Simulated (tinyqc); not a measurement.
Electron mobility in a silicon inversion layer, empirical terms and Matthiessen rule: one step of the calculation.

Inversion layer of sheet density Ns on a uniformly doped body. The mobility terms are empirical power laws with prefactors chosen for the exercise; adding their inverses (Matthiessen) is itself an approximation.

Question. Inversion density for the measured current. I = (W/L) q Ns mu Vd. E = q (Ndep + eta Ns)/(eps0 eps_r) in MV/cm. With t = T/(300 K): muC = Ac (Ns/1e12 cm^-2) t/(Nb/1e17 cm^-3 + Nit/1e11 cm^-2), muP = Ap E^(-1/3) t^(-1.75), muS = As E^(-gs); 1/mu is the sum of the inverses. Ns(new) = I/((W/L) q mu Vd).

Inputs (values chosen for the exercise); material values close to those of silicon: temperature T = 300 K; relative permittivity of the semiconductor eps_r = 11.9; body doping Nb = 6.8e16 cm^-3; weight of the inversion charge in the effective field eta = 0.5; phonon-limited mobility at 1 MV/cm and 300 K Ap = 444 cm^2/(V s); roughness-limited mobility at 1 MV/cm As = 628 cm^2/(V s); exponent of the roughness term gs = 2; Coulomb prefactor Ac = 3900 cm^2/(V s); charge at the interface Nit = 4.5e11 cm^-2; ratio W/L WL = 20; drain voltage Vd = 0.05 V; measured linear current I = 23.3 uA.

Constants: q = 1.602176634e-19 C, eps0 = 8.8541878128e-14 F/cm where lengths are in cm. Results are converted to the units shown.

Ns after iteration 1 = 4.4201184e11 cm^-2
Ndep = 9.9627589e11 cm^-2

Wanted: E; mu; Ns after iteration 2.

Answer.

E = 0.18510 MV/cm
mu = 230.25 cm^2/(V s)
Ns after iteration 2 = 6.3160e11 cm^-2

Numbers from tinyqc (`OMP_NUM_THREADS=1 python tinyqc.py 2510076 2510077 out.jsonl`; about 0.01 s on one thread of a shared Intel Xeon 2.30GHz).
